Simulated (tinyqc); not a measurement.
The integration grid: Kohn-Sham SCAN on finer and finer grids in the sto-3g basis, for H4+, spin multiplicity 2. Computed by the program tinyqc with PySCF. 

Geometry (angstrom):
```
atom,x,y,z
H,0.0000,0.0000,0.0000
H,0.0000,0.0000,1.0030
H,0.0000,1.3220,0.0000
H,0.0000,1.3220,1.0030
```

Self-consistent on each grid; the net force on the molecule should vanish.

Kohn-Sham energy on Becke grids (radial x angular points per atom):
```
grid,points,residual of the electron count,E (hartree),E - finest (mhartree),largest net force without grid terms (hartree/bohr)
10 x 14,536,3.38e-02,-1.76828,-7.33776,4.44e-16
15 x 26,1524,4.32e-03,-1.76416,-3.21872,3.89e-16
20 x 50,3948,4.86e-04,-1.76089,0.04821,2.78e-17
30 x 86,10246,-3.70e-04,-1.76081,0.13614,1.11e-16
50 x 194,38676,-3.32e-05,-1.76093,0.01509,1.11e-16
75 x 302,90364,-4.09e-06,-1.76094,0.00137,3.89e-16
120 x 590,282350,-3.35e-08,-1.76094,0.00000,1.67e-16
```

The energy is within 0.1 mhartree of the finest grid first at 20 x 50. The error has both signs, since quadrature is not variational. The net force vanishes by symmetry here, so only the electron count signals a poor grid.
